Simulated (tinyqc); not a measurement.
Inside a calculation: free-carrier optics of a doped semiconductor (Drude model with one polar phonon). Values are carried at full precision from step to step, so a last printed digit may differ when a step is redone from the rounded ones.

eps(E) = ei [1 - Ep^2/(E^2 + i E Gam)] + (es - ei) wT^2/(wT^2 - E^2 - i E gT), with Ep^2 = 8 pi c (e^2/(4 pi eps0)) N/(m ei), c = hbar^2/2m0, N in 1/angstrom^3 (1e-24 per 1/cm^3); Gam = hbar/tau, tau = mu m m0/e with m0/e = 5.685630e-12 kg/C and mu in m^2/(V s). Energies in meV.

Constants: hbar^2/2m0 = 3.80998211 eV angstrom^2; e^2/(4 pi eps0) = 14.39964547 eV angstrom; hbar = 6.58211957e-16 eV s; hbar c = 1973.269805 eV angstrom.

Parameters, chosen for this exercise (mass and dielectric values near those of GaSb; N and mu are free inputs; interband absorption and the rise of the mass with filling are left out; not measured data):

| symbol | value | unit | meaning |
|---|---|---|---|
| N | 7.8e+16 | 1/cm^3 | carrier density |
| m | 0.0422 | m0 | conductivity mass |
| mu | 24000 | cm^2/(V s) | mobility |
| ei | 14 |  | high-frequency dielectric constant |
| wT | 27.9 | meV | TO phonon |
| es | 15.17 |  | static dielectric constant |
| gT | 0.8 | meV | phonon damping |
| E | 8.1 | meV | photon energy |

## Plasma energy and damping

Evaluate Ep, tau, Gam, the plasma wavelength hc/Ep (hc = 1239.841984 eV nm) and the dc resistivity 1/(e N mu), e = 1.602176634e-19 C.

Ep = 13.4922 meV
tau = 575.84 fs
Gam = 1.1430 meV
plasma wavelength = 91.89 micrometre
rho = 0.00333 ohm cm

Ep/Gam = 11.80: the plasma edge is sharp.

## Dielectric function at one energy

Insert the numbers.

free-carrier term = -38.0858+5.3745i
eps = -22.8082+5.3862i

## Optical constants

n + i k = sqrt(eps1 + i eps2) with k >= 0; R = ((n - 1)^2 + k^2)/((n + 1)^2 + k^2) at normal incidence from vacuum; alpha = 2 E k/(hbar c), times 1e8 for 1/cm; loss function Im(-1/eps) = eps2/(eps1^2 + eps2^2).

Convert eps at the photon energy E (in meV) into the optical constants.

n = 0.5601
k = 4.8085
R = 0.9123
alpha = 3.95e+03 1/cm

Light of this energy penetrates 1/alpha = 2.53 micrometre.

## Coupled plasmon-phonon modes

Without damping eps = 0 gives E^4 - (wL^2 + Ep^2) E^2 + Ep^2 wT^2 = 0 with wL = wT sqrt(es/ei) (Lyddane-Sachs-Teller).

wL = 29.04 meV

L-, L+ (meV): 12.83  29.34

L+ lies 0.30 meV above the larger of wL and Ep; L- lies below wT by 15.07 meV.

## Checks

- Integral of E eps2 of the free-carrier term against (pi/2) ei Ep^2 (meV^2): both 4003.3.

Computed by tinyqc, a small Python program: `OMP_NUM_THREADS=1 python tinyqc.py 1651279 1651280 out.jsonl` (the numbers bound the seed that draws the inputs); one thread of a shared host (Intel(R) Xeon(R) Processor @ 2.30GHz), about 0.01 s for the whole set of steps.
